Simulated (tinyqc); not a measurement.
Nanowire ballistic transistor, top-of-the-barrier model: two steps of the calculation.

At the top of the source barrier, states moving towards the drain are filled by the source (Fermi level 0) and states moving back by the drain (Fermi level -q Vd); nothing scatters. U is the shift of the band edge there, set by the capacitances CG, CD and CS (the total) and by the charge. Parabolic one-dimensional subbands; the source is grounded.

Parameters, values chosen for the exercise; mass and valleys made up:
```
symbol  value  unit                                                                 meaning
T         300     K                                                             temperature
m       0.114    m0                                                          effective mass
gv          2                                                             valley degeneracy
eox        16                                   relative permittivity of the gate insulator
tox       2.8    nm                                                     insulator thickness
d           5    nm                                                           wire diameter
dE       0.24    eV                                    offset of a second subband (0: none)
aG       0.79                                                            gate control CG/CS
E0       0.23    eV  band edge at the barrier top above the source Fermi level at zero bias
Vd        0.2     V                                                           drain voltage
```

Constants: q = 1.602176634e-19 C, kB = 1.380649e-23 J/K, hbar = 1.054571817e-34 J s, h = 6.62607015e-34 J s, m0 = 9.1093837015e-31 kg, Vt = kB T/q, eps0 = 8.8541878128e-14 F/cm where lengths are in cm. Results are converted to the units shown.

Question 1. Self-consistent potential at the barrier top. eta1 = -(E0 + U)/Vt, eta2 = eta1 - Vd/Vt, n = (N0/2)[F_(-1/2)(eta1) + F_(-1/2)(eta2)], F_(-1/2)(x) = (1/sqrt(pi)) int_0^infinity u^(-1/2)/(1 + exp(u - x)) du. Each F is summed over the two subbands, F(eta) + F(eta - dE/Vt), which share the mass. U(out) = UL + q (n - n0)/CS. Newton step: U(new) = U + (U(out) - U)/(1 + CQ/CS), CQ = (q/Vt) dn/d(eta1) with both F' summed; F' = dF_(-1/2)/dx.

U after iteration 1 = -0.47187331 eV
N0 = 3.1382901e6 cm^-1
CS = 14.994811 pF/cm
n0 = 429.39946 cm^-1
UL = -0.5728 eV

Find: eta1; eta2; n; U(out); CQ; U after iteration 2.

Answer 1.

eta1 = 9.3561
eta2 = 1.6197
n = 8.4250e6 cm^-1
U(out) = -0.48278 eV
CQ = 9.8433 pF/cm
U after iteration 2 = -0.47846 eV

Question 2. Current, mean velocity and share of the gate voltage. N0 = gv sqrt(2 m kB T/pi)/hbar, CG = 2 pi eps0 eox/ln(1 + 2 tox/d), CS = CG/aG, n0 = n at U = 0 and Vd = 0. I = gv (2 q^2/h) Vt [ln(1 + exp eta1) - ln(1 + exp eta2)], summed over both subbands. Mean velocity I/(q n). CQ = (q/Vt) dn/d(eta1); the band edge follows the gate as -dU/dVg = aG/(1 + CQ/CS).

converged U = -0.47844350 eV

Give: eta1; n; I; mean velocity; CQ; -dU/dVg.

Answer 2.

eta1 = 9.6102
n = 8.8313e6 cm^-1
I = 33.902 uA
mean velocity = 2.3960e7 cm/s
CQ = 9.9554 pF/cm
-dU/dVg = 0.47478 eV/V

The carriers from the source are degenerate (eta1 = 9.61), and the mean velocity is 1.50 times vT = sqrt(2 kB T/(pi m)) = 1.59e7 cm/s. The drain fills a good part of the returning states, which lowers the mean.

Computed by the program tinyqc: `OMP_NUM_THREADS=1 python tinyqc.py 2400153 2400154 out.jsonl`, one thread of a shared Intel Xeon 2.30GHz, about 0.1 s for the whole run.
